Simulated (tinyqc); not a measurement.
Tersoff bond-order potential: one step, computed by the program tinyqc.

E = (1/2) sum_(i, j != i) [A exp(-lambda r_ij) - b_ij B exp(-mu r_ij)], b_ij = (1 + (beta zeta_ij)^n)^(-1/(2n)), zeta_ij = sum_(k != i, j) g(theta_ijk), g = 1 + c^2/d^2 - c^2/(d^2 + (h - cos theta)^2), with theta at atom i. Only nearest neighbours count (cut-off function 1 for them, 0 beyond).

Problem. Unrelaxed vacancy. Each of the four neighbours loses one bond; its three other bonds now have zeta = 2 g, for the direction that starts at it. E_v = -E + 12 x (1/2)(b(3g) - b(2g)) B exp(-mu r), where -E is the pair-like cost.

Inputs (values chosen for the exercise, modelled on carbon):
```
quantity     value        unit
B           347.47          eV
mu          2.2119  1/angstrom
beta      1.52e-07           -
n           0.7212           -
```

zeta = 575502.0

energy per atom of the diamond lattice = -7.939916 eV

bond order b = 0.8955181

bond length = 1.517248 angstrom

Give: b(2g); unrelaxed vacancy energy E_v.

Solution.

b(2g) = 0.9194

unrelaxed vacancy energy E_v = 6.201 eV

Stronger back bonds return 1.739 eV, so E_v is 78 % of the cohesive energy.
